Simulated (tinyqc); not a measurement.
The 3-omega method: a line heater on a substrate with a thin film: one step, computed by the program tinyqc.

A current at angular frequency omega = 2 pi f heats the line at 2 omega with the amplitude P per length; the temperature swing Delta T at 2 omega gives a voltage at 3 omega. The substrate is taken as semi-infinite and isotropic, and the heat capacity of heater and film is left out.

Problem. The film adds a constant step. One-dimensional flow across the film: Delta T_f = P (t/kappa_f + R_i)/(2 b); total in-phase swing Delta T = Delta T_s + Delta T_f; third-harmonic amplitude V_3 = V_1 beta |Delta T|/2 with the out-of-phase part included; the apparent film conductivity is t/(t/kappa_f + R_i).

Inputs (values chosen for the exercise, modelled on hafnia on silica):
```
quantity                                    value        unit
substrate conductivity kappa                 1.42     W/(m K)
heater half-width b                            22  micrometre
power amplitude per length P                 0.66         W/m
film thickness t                              420          nm
film conductivity kappa_f                       1     W/(m K)
interface resistance R_i                       29    m^2 K/GW
temperature coefficient of resistance beta    3.8      1e-3/K
voltage amplitude V_1                         2.6           V
```

in-phase Delta T_s = 0.03682846 K

out-of-phase Delta T_s = -0.03311608 K

Give: Delta T_f; total in-phase swing; V_3; apparent film conductivity; film share of the in-phase swing.

Solution.

Delta T_f = 0.006735 K

total in-phase swing = 0.043563 K

V_3 = 0.27032 mV

apparent film conductivity = 0.93541 W/(m K)

film share of the in-phase swing = 0.15460

The interface lowers the apparent conductivity by 6 %. The film is a small part of the signal: an error of 1 % in Delta T_s becomes 5 % in the film resistance. Caution: the film does not conduct much worse than the substrate, so heat spreads in it and the one-dimensional step is only approximate, and wrong once kappa_f nears or exceeds kappa.
